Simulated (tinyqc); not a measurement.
From results back to parameters: deformation-potential model of the Delta valleys of a conduction band. Three cases, with inputs chosen for the exercise.

Problem. An ellipsoidal valley with ml > mt has the density-of-states mass m_d = (ml mt^2)^(1/3) and, averaged over equivalent valleys, the conductivity mass m_c = 3/(1/ml + 2/mt).

Find: K = ml/mt; mt; ml.

Method. With K = ml/mt, m_d/m_c = K^(1/3) (2 + 1/K)/3, which rises steadily for K > 1 and so fixes K; then mt = m_d K^(-1/3) and ml = K mt.

Case 1.

m_d = 0.3140489 m0
m_c = 0.2517669 m0

Solution.

K = ml/mt = 4.892
mt = 0.185 m0
ml = 0.905 m0

Case 2.

m_d = 0.3171217 m0
m_c = 0.2544167 m0

Solution.

K = ml/mt = 4.877
mt = 0.187 m0
ml = 0.912 m0

Case 3.

m_d = 0.3145215 m0
m_c = 0.2508843 m0

Solution.

K = ml/mt = 4.995
mt = 0.184 m0
ml = 0.919 m0

Computed by tinyqc, one run a case: `OMP_NUM_THREADS=1 python tinyqc.py N N+1 out.jsonl` with N = 1050026, 1050098, 1050234; one thread of a shared Intel(R) Xeon(R) Processor @ 2.30GHz, about 0.03 s a run at most.
